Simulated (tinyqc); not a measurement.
Adsorption as a lattice gas: isotherms with interactions, competition, desorption peaks and saturation dose: one step, computed by the program tinyqc.

One adsorbate per site; a molecule needs 1 empty site. Gas and surface have the same temperature.

Question. Dose to saturate, flat and in a hole. Without desorption or interaction, 99 % coverage needs the time (N_s/(s0 F)) ln 100. For a round hole of aspect ratio a in molecular flow with unit sticking (Gordon), the time is N_s/F x [1 + (19/4) a + (3/2) a^2]. The larger of the two times is a rough guide.

Inputs (values chosen for the exercise, for a model surface):
```
quantity                                          value    unit
desorption energy E                                1.89      eV
prefactor nu                                    2.6e+12     1/s
site density N_s                                    7.7  1/nm^2
sticking coefficient s0                          0.0022       -
temperature T                                       829       K
aspect ratio a (depth over diameter) of a hole      100       -
```

Adsorption: molecular (first order).

flux F = 423449.6 1/(nm^2 s)

Give: time on a flat surface; time for the hole.

Answer.

time on a flat surface = 0.03806 s

time for the hole = 0.2814 s

The hole is limited by transport: for deep holes the dose grows as a^2. Caution: with k_d = nu exp(-E/(k_B T)) of these inputs desorption is not negligible over the time on a flat surface, so without interaction 99 % coverage is not reached.
